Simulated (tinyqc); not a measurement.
## MOSFET in the linear regime without short-channel effects, parameter extraction from computed curves: extraction methods against the temperature

Inversion charge Q = Cox n Vt W0(exp((Vg - VT)/(n Vt))), W0 the Lambert function and n = nf; u = Q/Cox; mobility mu = mu0/(1 + th1 u + th2 u^2); channel resistance Rch = (L - dL)/(W mu Q); Id = Vd/(Rch + Rsd/W). Cox = eps0 eox/tox. Small Vd, no channel-length or drain effects.

From the continuous curve Id(Vg): tangent at peak gm (V_ext = Vg - Id/gm); constant current Id = 0.1 uA W/L; peak of d2Id/dVg2; Y = Id/sqrt(gm) drawn through Vg = VT + 0.6 and VT + 0.8 V, with intercept VT_Y and slope s. Mobilities gm,max L/(W Cox Vd) and s^2 L/(W Cox Vd) with the drawn L. Last column: share of Rsd/W in the total resistance at VT + 0.8 V.

Inputs (values chosen for the exercise); channel values of the order met in silicon transistors:
- eox = 25.3 (relative permittivity of the gate insulator (close to zirconium oxide))
- tox = 9.6 nm (insulator thickness)
- mu0 = 470 cm^2/(V s) (low-field mobility)
- th1 = 0.39 1/V (first mobility attenuation factor)
- th2 = 0.22 1/V^2 (second mobility attenuation factor)
- VT = 0.27 V (threshold voltage)
- nf = 1.14 (body factor)
- W = 1 um (gate width)
- L = 0.72 um (drawn gate length)
- dL = 0.003 um (drawn less effective length)
- Rsd = 87 ohm um (source plus drain resistance)
- Vd = 0.025 V (drain voltage)

Constants: q = 1.602176634e-19 C, kB = 1.380649e-23 J/K, Vt = kB T/q, eps0 = 8.8541878128e-14 F/cm where lengths are in cm. Results are converted to the units shown.

Result of one run:
columns A: T (K); B: V_ext (V); C: constant current (V); D: second derivative (V); E: VT_Y (V); F: mobility from gm (cm^2/(V s)); G: mobility from Y (cm^2/(V s)); H: series share (%)
```
A        B      C      D      E    F    G     H
300  0.273  0.212  0.262  0.368  334  559  6.35
```

What becomes of these results when the temperature T is changed from 300 to 220 K, all else the same?

Result of the changed run:
columns A: T (K); B: V_ext (V); C: constant current (V); D: second derivative (V); E: VT_Y (V); F: mobility from gm (cm^2/(V s)); G: mobility from Y (cm^2/(V s)); H: series share (%)
```
A        B      C      D      E    F    G     H
220  0.276  0.235  0.264  0.367  351  582  6.45
```

The whole series:
columns A: T (K); B: V_ext (V); C: constant current (V); D: second derivative (V); E: VT_Y (V); F: mobility from gm (cm^2/(V s)); G: mobility from Y (cm^2/(V s)); H: series share (%)
```
A        B      C      D      E    F    G     H
77   0.276  0.268  0.269  0.358  396  631  6.66
110  0.277  0.262  0.268  0.361  382  619  6.60
150  0.277  0.253  0.267  0.364  369  605  6.54
220  0.276  0.235  0.264  0.367  351  582  6.45
300  0.273  0.212  0.262  0.368  334  559  6.35
370  0.269  0.190  0.259  0.368  322  541  6.28
450  0.263  0.163  0.255  0.366  310  521  6.20
```

The model has VT = 0.27 V and mu0 = 470 cm^2/(V s). Over the table the extracted thresholds move by 14 mV (tangent), 100 mV (constant current), 13 mV (second derivative), 10 mV (Y function). The mobility from gm falls from 396 to 310 and that from Y falls from 631 to 521 cm^2/(V s).

Program tinyqc, `OMP_NUM_THREADS=1 python tinyqc.py 2210083 2210084 out.jsonl`; Intel Xeon 2.30GHz, shared host, one thread, about 0.01 s.
